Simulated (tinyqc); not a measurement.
The width of the window: equation-of-state fits to an energy-volume table made by a known binding curve. Computed by tinyqc, a small Python program. Command: `OMP_NUM_THREADS=1 python tinyqc.py 3010132 3010133 out.jsonl eosfit walk`. One thread of a shared host (Intel(R) Xeon(R) Processor @ 2.30GHz), about 0.03 s of CPU time with the checks.

With x = (V/V_0)^(1/3), the energy per atom is E = D [exp(-2 eta (x - 1)) - 2 exp(-eta (x - 1))], so that B0 = 2 D eta^2/(9 V_0) and B' = 1 + eta. B' = dB/dP at P = 0.

Inputs (values chosen for the exercise, for a model crystal):
```
quantity                                 value             unit
cohesive energy D                         4.96          eV/atom
true volume V_0                           7.03  angstrom^3/atom
stiffness eta                             4.32                -
shift of the window centre s             0.015                -
points N                                     7                -
compression V/V_0 for the pressure test    0.7                -
noise amplitude                           0.15              meV
```

Binding curve: Morse. Noise: added.

Constants: 1 eV/angstrom^3 = 160.2176634 GPa.

Method:
- B0 and B' from the formulas above; P = -dE/dV at V = c V_0 (c the compression chosen), from the curve itself.
- Table: V_j = V_0 [1 + s + w (2 j/(N - 1) - 1)], j = 0..N-1, rounded to 0.001; E_j from the curve plus the noise amplitude times the listed numbers xi_j (xi_0 first), rounded to 1e-7 eV.
- Murnaghan: E = E0 + (B0 V/B') [(V0/V)^B'/(B' - 1) + 1] - B0 V0/(B' - 1), P = (B0/B') [(V0/V)^B' - 1].
- Birch-Murnaghan: E = E0 + (9 V0 B0/16) [y^3 B' + y^2 (2 - 4 y)], y = (V0/V)^(2/3) - 1; P = (3 B0/2) (x^7 - x^5) [1 + (3/4)(B' - 4)(x^2 - 1)], x = (V0/V)^(1/3).
- Vinet: E = E0 + (9 B0 V0/h^2) {1 + [h (1 - x) - 1] exp(h (1 - x))}, P = 3 B0 (1 - x) x^-2 exp(h (1 - x)), x = (V/V0)^(1/3), h = (3/2)(B' - 1).
- All are least-squares fits to the energies; for polynomials in V, B0 = V E'' and B' = -1 - V E'''/E'' at the minimum.
- The table is made anew for each w.

numbers xi_j, drawn evenly from -1 to 1: -0.9200  0.0161  -0.4090  0.5640  -0.3456  -0.8519  -0.8187

exact B0 = 468.804 GPa

exact B' = 5.32

Errors (%):
```
w     B0, parabola  B0, cubic  B0, Murnaghan  B0, Birch-Murnaghan  B0, Vinet  B', Birch-Murnaghan
0.03       -10.328     -3.220         -3.064               -3.084     -3.094              -19.690
0.05        -8.727     -0.524         -0.951               -0.876     -0.848               -3.439
0.08        -6.880      1.261         -0.703               -0.364     -0.256               -0.458
0.12        -3.607      3.970         -1.178               -0.324     -0.051                0.000
0.16         0.981      7.735         -1.977               -0.452      0.054               -0.105
0.22        10.777     15.955         -3.536               -0.794      0.191               -0.546
```

What does the comparison show, and why?

The Birch-Murnaghan error of B0 is smallest among these at w = 0.12 (0.324 % in size); it is 3.084 % at the narrowest and 0.794 % at the widest. A narrow window magnifies the noise, since the energy range shrinks as w^2, and a wide one exposes the form. At the widest window the errors of B0 are +10.8 % for the parabola and +16.0 % for the cubic in V.

Extremes, crossings and ranges named in words are read from the listed rows.
